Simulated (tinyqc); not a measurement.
## Peak shift with the field

The DLTS signal is S = C(t2) - C(t1), the change of the capacitance transient between two sampling times. Emission rate en = sn vth(T) Nc(T) exp(-Et/kB T) = sn g T^2 exp(-Et/kB T), g = vth Nc/(300 K)^2, as vth goes as T^0.5 and Nc as T^1.5 (degeneracy factor 1). For an exponential transient S peaks where en = ew = ln(t2/t1)/(t2 - t1). A Coulomb centre of charge +q (when empty) in the field F lowers its barrier by dE = sqrt(q F/(pi eps0 eps_r)) along the field. One-dimensional rate: en exp(b), b = dE/kB T; three-dimensional (Hartke): en {[1 + (b - 1) exp(b)]/b^2 + 1/2}. The peak temperatures solve rate = ew.

Values chosen for this exercise; material values those of a made-up semiconductor: relative permittivity eps_r = 10.3; conduction-band density of states at 300 K Nc = 1.69e19 cm^-3; thermal velocity at 300 K vth = 1.9e7 cm/s; depth of the trap below the conduction edge Et = 0.23 eV; capture cross-section sn = 3.7e-15 cm^2; first sampling time t1 = 0.1 ms; second sampling time t2 = 0.2 ms.

Constants: q = 1.602176634e-19 C, kB = 1.380649e-23 J/K, eps0 = 8.8541878128e-14 F/cm where lengths are in cm. Results are converted to the units shown.

Peak shift with the field:

| F (kV/cm) | dE (meV) | T peak, one-dimensional (K) | T peak, three-dimensional (K) |
|---|---|---|---|
| 1.9 | 10.31 | 145.6 | 149.3 |
| 4.4 | 15.69 | 142.4 | 147.8 |
| 10 | 23.65 | 137.6 | 145.1 |
| 23 | 35.86 | 130.3 | 140.2 |
| 54 | 54.95 | 118.8 | 130.9 |
| 120 | 81.92 | 102.2 | 115.9 |
| 280 | 125.1 | 75.16 | 89.00 |

Read the table: what changes, and by how much?

dE grows as the square root of F, from 10.3 to 125 meV. The peak, at 151.7 K without field, moves down by 76.5 K (one-dimensional) or 62.7 K (three-dimensional) in the last row. A centre that is neutral when empty has no such long-range lowering, so the shift tells the charge state.

Program tinyqc, `OMP_NUM_THREADS=1 python tinyqc.py 2050045 2050046 out.jsonl`; Intel Xeon 2.30GHz, shared host, one thread, about 0.01 s.
